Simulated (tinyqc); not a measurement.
Overlap of hydrogenic dopants: pairs, impurity band and the Mott density, step by step. Values are carried at full precision from step to step, so a last printed digit may differ when a step is redone from the rounded ones.

Ry* = Ry m/eps^2, aB = a0 eps/m. For 1s orbitals a distance rho = R/aB apart, in Ry*: overlap S = exp(-rho)(1 + rho + rho^2/3), J = (2/rho)(1 - (1 + rho) exp(-2 rho)) (attraction to the other ion), Kx = 2 (1 + rho) exp(-rho) (exchange of one electron). One electron on a pair has E = -1 - (J +/- Kx)/(1 +/- S), without the repulsion 2/rho of the ions. Hopping after orthogonalisation: t = (Kx - S J)/(1 - S^2), half the splitting. Dopants on a lattice with z neighbours, n = 1/R^3 (simple cubic), give a band of width B = 2 z t, as on any lattice of two interpenetrating sublattices. Valleys, central cells and disorder are left out.

Constants: Ry = 13.60569312 eV; a0 (Bohr radius) = 0.5291772105 angstrom; hbar = 6.58211957e-16 eV s.

Values chosen for the exercise (an isotropic mass and dielectric constant of the size used for acceptors in Si; shifted at random, so the results belong to these values and not to a real crystal): m = 0.429 m0 (mass); eps = 11.9 (dielectric constant); N = 0.0045 1/aB^3 (dopant density); rho = 4.7 aB (distance of a pair); u = 0.945 Ry* (cost of a second electron on one dopant); z = 6 (neighbours in the dopant lattice).

## Scales

Form Ry*, aB, and the density N in 1/cm^3 (1/angstrom^3 = 1e24/cm^3).

Ry* = 41.218 meV
aB = 14.679 angstrom
density = 1.423e+18 1/cm^3

## A pair with one electron

Form S, J, Kx, the two levels, t, and the total energy of the lower state with the repulsion, relative to a distant pair (-1).

S, J, Kx: [0.11881, 0.42533, 0.10369]

levels (Ry*): even -1.47284, odd -1.36501

t = 0.05391 Ry*
energy of the pair against a distant one (negative: bound) = -0.04731 Ry*

In this host the pair is 6.9 nm long and its splitting 2t is 4.44 meV.

## The pair with two electrons (two-site Hubbard model)

t is the hopping between the two dopants. Singlet at (u - sqrt(u^2 + 16 t^2))/2 below the triplet at 0; estimate 4 t^2/u; weight of double occupancy (1 - u/sqrt(u^2 + 16 t^2))/2; swap time pi hbar/Jx with Jx the splitting in eV. t and u are in units of Ry*.

singlet-triplet splitting (meV): exact 0.5006, 4 t^2/u 0.5071

double occupancy = 0.0125
swap time = 4.13 ps

The estimate is 1.3 % too high at 4t/u = 0.23.

## The impurity band at this density

Form R/aB, t, B = 2 z t and N^(1/3) aB. Two estimates of the gap between the Hubbard bands: u - B (rigid bands, closing at B = u) and the Hubbard-III rule, which closes at B = (2/sqrt3) u; give B/u.

R/aB = 6.0571
t = 0.01817 Ry*

B: in Ry* 0.218, in meV 8.988

N^(1/3) aB = 0.1651
B/u = 0.231

Both rules leave a gap: an insulator at T = 0. Mott's screening rule, N^(1/3) aB = 0.26, puts this density on the insulating side.

## Checks

- Overlap S against numerical integration in elliptic coordinates: both 0.11881.

Program tinyqc; command `OMP_NUM_THREADS=1 python tinyqc.py 1450446 1450447 out.jsonl`; about 0.01 s on one thread of a shared Intel(R) Xeon(R) Processor @ 2.30GHz.
